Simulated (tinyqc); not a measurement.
Inside a calculation: free and nearly free electrons in a metal. Values are carried at full precision from step to step, so a last printed digit may differ when a step is redone from the rounded ones.

The cubic cell holds 4 atoms: n = 4 z/a^3, kF = (3 pi^2 n)^(1/3), EF = c kF^2/m, vF = 2 c kF/(m hbar), c = hbar^2/2m0; rs = (3/(4 pi n))^(1/3)/a0; D(EF) = 3 n/(2 EF).

Constants: hbar^2/2m0 = 3.80998211 eV angstrom^2; hbar = 6.58211957e-16 eV s; a0 (Bohr radius) = 0.5291772105 angstrom; kB = 8.617333262e-05 eV/K.

Values chosen for the exercise (near those of Co, whose d bands this model ignores; shifted at random, so the results belong to these values and not to a real crystal): a = 3.57 angstrom (fcc lattice constant); z = 2 (free electrons an atom); m = 1 m0 (mass); rho = 6.98 micro-ohm cm (bulk resistivity); T = 290 K; V = 0.53 eV (|V_G| for G = (111)); x = 0.94 (k along G as a share of |G|/2).

## The Fermi sphere

Evaluate the free-electron quantities.

n = 0.17583 1/angstrom^3
kF = 1.7331 1/angstrom
EF = 11.444 eV
vF = 2.006e+06 m/s
rs = 2.093
D(EF) per atom = 0.2621 1/eV

## Relaxation time and mean free path

Drude: 1/rho = n e^2 tau/(m m0) with e = 1.602176634e-19 C and m0 = 9.1093837e-31 kg; mean free path l = vF tau; rho l = hbar kF/(n e^2) = 12 pi^3 hbar/(e^2 S) with S = 4 pi kF^2 does not depend on tau or m.

Use SI units: n in 1/m^3 (1e30 per 1/angstrom^3), rho in ohm m (1e-8 per micro-ohm cm).

tau = 2.89 fs
l = 5.80 nm
rho l = 4.050 1e-16 ohm m^2

Wires lose conductivity to surfaces and grain boundaries, with an excess that scales as rho l over the width and is of the order of rho itself at a width of l = 6 nm. For a transition metal free electrons can miss l and rho l by a factor of two.

## Thermal quantities

gamma = (pi^2/3) kB^2 D(EF) per atom, times 96485.33 x 1e3 for mJ/(mol K^2); mu(T) = EF (1 - (pi kB T/EF)^2/12); Wiedemann-Franz kappa = L0 T/rho with L0 = (pi^2/3) (kB/e)^2, kB/e in V/K.

gamma = 0.618 mJ/(mol K^2)
mu - EF = -0.0449 meV
kappa = 102 W/(m K)

The d states at EF, left out, make the measured gamma larger, several times so for Co.

## The sphere against the zone faces

Take G = (hkl) 2 pi/a for (111), (200) and (220), with the number of equivalent faces. The Bragg plane of G lies at |G|/2 with |G| = (2 pi/a) sqrt(h^2 + k^2 + l^2). Where kF exceeds it, the sphere cuts the plane in a circle of radius sqrt(kF^2 - G^2/4).

Distance and circle for each G:
```
G      faces  |G|/2 (1/angstrom)  kF/(|G|/2)  circle radius
(111)      8              1.5242      1.1371         0.8250
(200)      6              1.7600      0.9847              -
(220)     12              2.4890      0.6963              -
```

The sphere crosses the (111) faces, so electrons spill into higher zones.

## Two plane waves near the face

Two plane waves k and k - G, G = (111) (2 pi/a): H = [[c k^2/m, V], [V, c (k - G)^2/m]] with c = hbar^2/2m0.

Build H for k along G, diagonalise, and give the weight of the first wave in the lower state and its velocity along G relative to a free electron, (w k + (1 - w)(k - G))/k.

H (eV):
$$\begin{pmatrix}
7.8210 & 0.5300 \\
0.5300 & 9.9453
\end{pmatrix}$$

levels (eV): [7.6961, 10.0702]

w = 0.9474
v/v_free = 0.8881

The splitting is 2.374 eV here and 2V = 1.06 eV on the face, where the normal velocity vanishes. There the lower band lies at 8.321 eV and the upper at 9.381 eV, both below the free EF of 11.444 eV: the face centre is filled in both bands and band 2 holds electrons here, while band 1 may keep holes at the zone corners.

## Checks

- Lower level against the closed form of the 2 x 2 problem (eV): both 7.6961.
- The product rho l against hbar kF/(n e^2) (1e-16 ohm m^2): both 4.050.

Program tinyqc; command `OMP_NUM_THREADS=1 python tinyqc.py 1680836 1680837 out.jsonl`; about 0.01 s on one thread of a shared Intel(R) Xeon(R) Processor @ 2.30GHz.
